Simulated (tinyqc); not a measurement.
Via and link resistance from two via chains.

Inverse problem. A chain of 5000 vias joined by 5000 metal links has R = 5000 (Rv + Rlink), with Rlink proportional to the link length. Find Rv, Rlink for length L, and the value of Rv that the short chain would give if the links were ignored.

resistance of chains of 5000 links with link lengths L and 3 L (ohm): [27500, 38500]

Solution. R per link is a straight line in the link length; its intercept at zero length is Rv.

Rv = 4.400 ohm
Rlink = 1.100 ohm
Rv without correction = 5.500 ohm

tinyqc, about 0.01 s, one thread, Intel Xeon 2.30GHz (shared host): `OMP_NUM_THREADS=1 python tinyqc.py 2750147 2750148 out.jsonl`
